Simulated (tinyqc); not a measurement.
# Resistive crossbar, vector-matrix product with wire resistance: effect of the wire resistance

3 rows and 2 columns. Cell (i, j) joins row node wij to column node bij. Each row is driven at its left end through one wire segment rw; neighbouring nodes along a row or a column are joined by rw; each column ends below the last row in one more rw and a virtual ground, where its current is read. Ideal output: I_j = sum_i V_i G_ij.

The nodal equations (Kirchhoff current law at every node) are solved for each rw; errors are I_j/ideal - 1.

Values chosen for this exercise: input voltages of the rows V = [0.25, 0.26, 0.17] V.

cell conductances G (uS):

|  | column 1 | column 2 |
|---|---|---|
| row 1 | 280 | 130 |
| row 2 | 380 | 300 |
| row 3 | 370 | 360 |

Effect of the wire resistance:

| rw (ohm) | error, column 1 (%) | error, column 2 (%) |
|---|---|---|
| 1 | -0.2203 | -0.2023 |
| 2 | -0.4396 | -0.4038 |
| 5 | -1.092 | -1.003 |
| 10 | -2.160 | -1.986 |
| 20 | -4.229 | -3.895 |
| 50 | -9.943 | -9.193 |
| 100 | -18.09 | -16.82 |
| 200 | -30.65 | -28.77 |
| 500 | -52.48 | -50.17 |

What does the comparison show?

The error of the last column goes from -0.202 % at rw = 1 ohm to -50.2 % at 500 ohm, as rw^(1.00) at the start and rw^(0.61) at the end. At 500 ohm the worst column is number 1.

Numbers from tinyqc (`OMP_NUM_THREADS=1 python tinyqc.py 2880103 2880104 out.jsonl`; about 0.04 s on one thread of a shared Intel Xeon 2.30GHz).
